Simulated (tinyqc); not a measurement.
Trap in a gate oxide as a short-range spherical well, step by step. Values are carried at full precision from step to step, so a last printed digit may differ when a step is redone from the rounded ones.

A spherical well of radius R and depth V0 below the conduction edge, one mass m, c = hbar^2/2m0. The s level at binding Et solves k cot(k R) = -kappa with k = sqrt(m (V0 - Et)/c), kappa = sqrt(m Et/c); it exists for V0 > Vc = c (pi/2R)^2/m. Outside, psi falls as exp(-kappa r)/r.

Constants: hbar^2/2m0 = 3.80998211 eV angstrom^2; fine-structure constant alpha = 0.007297352564; hc = 1239.841984 eV nm; kB = 8.617333262e-05 eV/K.

Parameters, chosen for this exercise (near those of HfO2 on Si; not measured data):
- R = 2.4 angstrom (radius of the well)
- V0 = 12.49 eV (depth of the well)
- m = 0.208 m0 (mass)
- n_r = 1.92 (refractive index)
- dEc = 1.52 eV (conduction offset to the channel)
- Fox = 4.4 MV/cm (oxide field, lowering levels away from the channel)
- t0 = 1.4 x 1e-11 s (time constant at the interface)
- T = 200 K (temperature)
- EF = 0.07 eV (Fermi level above the channel edge)
- x = 14 angstrom (depth of the trap)

## The bound level

Solve for Et; the share outside is [sin^2(kR)/(2 kappa)]/[sin^2(kR)/(2 kappa) + R/2 - sin(2kR)/(4k)].

Et = 1.1921 eV
k = 0.7854 1/angstrom
kappa = 0.2551 1/angstrom
share outside = 0.561
Vc = 7.847 eV

The well is 1.59 times the critical depth. Since dEt/dV0 equals the share inside, 0.44, a 1 % change of V0 moves Et by 4.6 %. The decay length is 3.9 angstrom, 1.6 times R.

## Peak of the photo-ionisation cross-section

Lucovsky model (delta well, plane-wave final states, no local-field factor): sigma = (32 pi alpha c/(3 n_r m Et)) (x - 1)^(3/2)/x^3, x = h nu/Et, c = hbar^2/2m0; 1 angstrom^2 = 1e-16 cm^2.

The maximum lies at x = 2. Give the photon energy, its wavelength and sigma there.

h nu = 2.384 eV
wavelength = 520 nm
sigma = 24.5 x 1e-18 cm^2

With 56 % of the state outside the well the delta-well form is only a rough model of this centre.

## Level, tunnelling time and occupation

Energies from the conduction edge of the channel. The trap level at depth x is E_T = dEc - Et - e Fox x (1 MV/cm = 0.01 eV/angstrom). An electron at the channel edge tunnels with the WKB exponent S = (4/3) sqrt(m/c) [dEc^(3/2) - (dEc - e Fox x)^(3/2)]/(e Fox), c = hbar^2/2m0; tau = t0 exp(S); the occupation is f = 1/(1 + exp((E_T - EF)/kB T)), tau_c = tau/f and tau_e = tau/(1 - f). Lattice relaxation is left out; a level below the channel edge needs phonons as well, so tau is then a lower bound, while a level above it can also empty elastically at its own energy, through a thinner barrier, faster than this tau.

Give E_T, S, tau and ln(tau_c/tau_e) = (E_T - EF)/kB T.

E_T = -0.288 eV
S = 7.183
tau = 1.84e-08 s
ln(tau_c/tau_e) = -20.8

The level lies 21 kB T below EF, so the trap is mostly filled. A flat barrier would give S = 2 sqrt(m dEc/c) x = 8.07.

## Checks

- Et from the radial equation on a grid against the matching condition, eV: both 1.19.

Run: tinyqc, `OMP_NUM_THREADS=1 python tinyqc.py 1281628 1281629 out.jsonl`; Intel(R) Xeon(R) Processor @ 2.30GHz, one thread, shared host; about 0.01 s of CPU time with all checks.
